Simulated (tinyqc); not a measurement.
AlGaN/GaN HEMT with access regions, lumped model: effect of the barrier thickness.

A polarisation-induced electron sheet under a Schottky gate, in series with two ungated access regions and contacts. Drift law v = mu E/(1 + mu E/vs) under the gate. Currents in mA/mm, resistances in ohm mm. No self-heating, no channel-length modulation; fits for polarisation, barrier and offset are chosen for the exercise.

sigma = (5e13 x + 1.6e13 x^2) cm^-2, phiB = 0.84 + 1.3 x, dEc = 0.7 (1.71 x + x^2) in volts, Cb = eps0 eps_r/d, VT = phiB - dEc - q sigma/Cb, access density n0 = -Cb VT/q. Access resistance R(L, n) = L/(q mu n sqrt(1 - (I/(q n vs))^2)); Rs = Rc + R(Ls, n0), Rd = Rc + R(Ld, (1 - ft) n0). Vg' = Vg - I Rs, Vd' = Vd - I (Rs + Rd); with u = Vg' - VT, Vc = vs Lg/mu and w the smaller of Vd' and Vc [sqrt(1 + 2 u/Vc) - 1] (0 if negative), the channel gives (mu Cb/Lg)(u w - w^2/2)/(1 + w/Vc). I equals that channel current. Isat is I at Vd = 10 V, gm = dIsat/dVg, Ron the limit of Vd/I at small Vd.

Values chosen for this exercise; values close to those of AlGaN/GaN structures: aluminium share of the barrier x = 0.23; relative permittivity of barrier and channel eps_r = 9.4; channel mobility mu = 2000 cm^2/(V s); saturation velocity vs = 1.4e7 cm/s; gate length Lg = 0.15 um; source access length Ls = 1 um; drain access length Ld = 1.5 um; resistance of each contact Rc = 0.26 ohm mm; share of the drain-access electrons removed by traps ft = 0; gate voltage Vg = -0.5 V.

Constants: q = 1.602176634e-19 C, eps0 = 8.8541878128e-14 F/cm where lengths are in cm. Results are converted to the units shown.

Results:
```
d (nm),VT (V),n0 (cm^-2),Ron (ohm mm),Isat (mA/mm),gm (mS/mm)
8,-1.075,6.979e12,1.763,269.6,561.8
11,-1.788,8.442e12,1.521,593.0,519.6
14,-2.501,9.279e12,1.424,841.8,459.8
18,-3.451,9.961e12,1.358,1089,392.4
27,-5.590,1.076e13,1.293,1446,291.3
33,-7.016,1.105e13,1.272,1600,248.0
```

Estimate the missing row, d = 22 nm.

Computed row:
```
d (nm),VT (V),n0 (cm^-2),Ron (ohm mm),Isat (mA/mm),gm (mS/mm)
22,-4.402,1.039e13,1.321,1273,340.4
```

With this row back in the table: As d goes from 8 to 33 nm, Ron falls from 1.76 to 1.27 ohm mm, Isat rises from 270 to 1600 mA/mm and gm falls from 562 to 248 mS/mm. VT falls from -1.07 to -7.02 V. For d = 11 to 33 nm the power passes 5 W/mm, where self-heating, left out here, lowers the current.

Numbers from tinyqc (`OMP_NUM_THREADS=1 python tinyqc.py 2570020 2570021 out.jsonl`; about 0.01 s on one thread of a shared Intel Xeon 2.30GHz).
